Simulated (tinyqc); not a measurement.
Implant damage, amorphisation by cascade overlap, and solid-phase epitaxial regrowth: one step, computed by the program tinyqc.

Range and width of the damage are inputs. Dynamic annealing enters only through the surviving share f.

Task: Isothermal regrowth. v = v0 x orientation factor x exp(-E_a/(k_B T)) x [1 + (enhancement - 1) exp(-(z - R_d)^2/(2 s_d^2))], T = anneal temperature + 273.15 K; the dopant is taken to follow the damage profile; the lower front moves from the lower edge z2 to the surface, or to the middle (z1 + z2)/2 of a buried layer with upper edge z1; time = int dz/v; the equivalent undoped distance is that time times the undoped velocity.

Inputs (values chosen for the exercise, modelled on indium ions in silicon): depth of the damage peak R_d = 16 nm; width of the damage profile s_d = 11 nm; regrowth prefactor v0 = 5.2e+15 nm/s; regrowth energy E_a = 2.7 eV; anneal temperature = 551 C; rate relative to (100) = 0.33; peak enhancement by the dopant = 8.2.

lower edge = 40.68775 nm

upper edge = 0 nm

Constants: k_B = 8.617333262e-05 eV/K.

Give: undoped velocity; distance to regrow; time without enhancement; equivalent undoped distance; time with enhancement.

Result:

undoped velocity = 0.052928 nm/s

distance to regrow = 40.688 nm

time without enhancement = 768.74 s

equivalent undoped distance = 9.2769 nm

time with enhancement = 175.27 s

The rate doubles for each 15 K or so near this temperature.
